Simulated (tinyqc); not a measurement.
Band offset from the macroscopic average of a supercell potential: sweeps and comparisons. A value that a table varies takes the place of the one given here.

A model of the planar-averaged electrostatic energy of an electron in a periodic cell of N1 periods of A (L1 = N1 n1 h) and N2 periods of B (L2 = N2 n2 h), on z_j = j h: V(z) = f VA + (1 - f) VB + F t(z), VA = V1[0] + V1[1] cos(2 pi z/(n1 h)) + V1[2] cos(4 pi z/(n1 h)), VB the same with V2, n2 and z - L1. f = [tanh(z/w) - tanh((z - L1)/w) + tanh((z - L1 - L2)/w)]/2 + 1/2; t(z) = z - L1/2 in A and (L1/L2)(L1 + L2/2 - z) beyond, so that the cell is periodic.

Running mean over n points, periodic: for odd n the plain mean of the n points centred on j; for even n the n + 1 points with half weight at both ends. The macroscopic average applies the mean over n1 points and then over n2 points.

dEv = Ev(A) - Ev(B) = Ev1 - (dV + Ev2); dEc = Ec(B) - Ec(A) = Eg2 - Eg1 - dEv. The correction of a gap, c = Eg[1] - Eg[0], lowers the valence top by fv c and leaves dV, a ground-state quantity, as it is. Type I: dEv and dEc of one sign; II: opposite signs; III: no overlap of the gaps.

Values chosen for the exercise (gaps near those of Si and GaP; shifted at random, so the results belong to these values and not to a real crystal):
- h = 0.25 angstrom (grid step)
- n1 = 6 (grid points per period of A)
- n2 = 7 (grid points per period of B)
- V1 = (-10.45, 1.79, -0.94) eV (mean and two harmonics of the potential in A)
- V2 = (-10.06, 3.03, 0.77) eV (the same in B)
- w = 0.45 angstrom (width of the interfaces)
- N1 = 4 (periods of A)
- N2 = 4 (periods of B)
- F = 0 eV/angstrom (slope in A from opposite charges on the two interfaces)
- Ev1 = 3.91 eV (valence top of bulk A above its mean potential)
- Eg1 = (0.6, 1.15) eV (gap of A: semi-local value, corrected value)
- Ev2 = 2.75 eV (valence top of bulk B above its mean potential)
- Eg2 = (1.55, 2.32) eV (gap of B: semi-local value, corrected value)

## How thick the regions must be

N1 = N2 = N, no slope (F = 0); dV is read at j = floor(N n1/2) and N n1 + floor(N n2/2). The exact value is V2[0] - V1[0].

Results:
```
N  L1 (angstrom)  dV (eV)  error (meV)
1           1.50  -0.1681      -558.06
2           3.00   0.4156        25.63
3           4.50   0.3867        -3.28
4           6.00   0.3900        -0.02
5           7.50   0.3900         0.00
6           9.00   0.3900         0.00
```

The error is below 10 meV from N = 3 on. The two windows together span 3.25 angstrom and must fit between the interface tails, which fall as exp(-2 z/w); the errors at N = 2, 3 and 4 are 25.63, -3.28 and -0.02 meV.

## The choice of windows

dV read at j = 12 and 38 after means over the numbers of points listed; ripple is the spread over the five points around each.

Results:
```
windows  dV (eV)  ripple in A (meV)  ripple in B (meV)
none       3.340               1790               5168
6 only     0.765                  0                404
7 only     0.780                585                  0
7, 8       0.351                 60                  0
6, 7       0.390                  0                  0
```

Which rows can be used, and how does a wrong window show?

The last row matches both periods and lies 0 meV from the value of a thick cell, V2[0] - V1[0] = 0.390 eV. Against it the raw potential errs by +2.95 eV. No other row is within 20 meV of it. A window one point too long leaves a ripple of 585 meV in A, against 0 meV in the last row: the ripple is the sign to look for. Rows to use, with under 30 meV of ripple in both regions once the tilt is taken off: 6, 7. A row with a large ripple can hit the right value only by chance.

## Where the gap correction goes

dV = B - A = 0.3900 eV

fv1 and fv2 are varied.

Offsets (eV):
```
fv1  fv2    dEv     dEc
0.0  0.0  0.770   0.400
0.5  0.5  0.880   0.290
1.0  1.0  0.990   0.180
0.0  1.0  1.540  -0.370
1.0  0.0  0.220   0.950
0.3  0.7  1.144   0.026
```

dEv + dEc = 1.170 eV in every row, but dEv alone spans 1.32 eV, the sum of the two corrections. A scissor on the conduction bands alone (first row) keeps the semi-local dEv; with equal shares fv the shift is fv times the difference of the corrections, +0.22 eV, against their sum of 1.32 eV: most of the error cancels if the shares are alike.

(tinyqc, `OMP_NUM_THREADS=1 python tinyqc.py 1851158 1851159 out.jsonl`, Intel(R) Xeon(R) Processor @ 2.30GHz, 1 thread, shared host, about 0.01 s.)
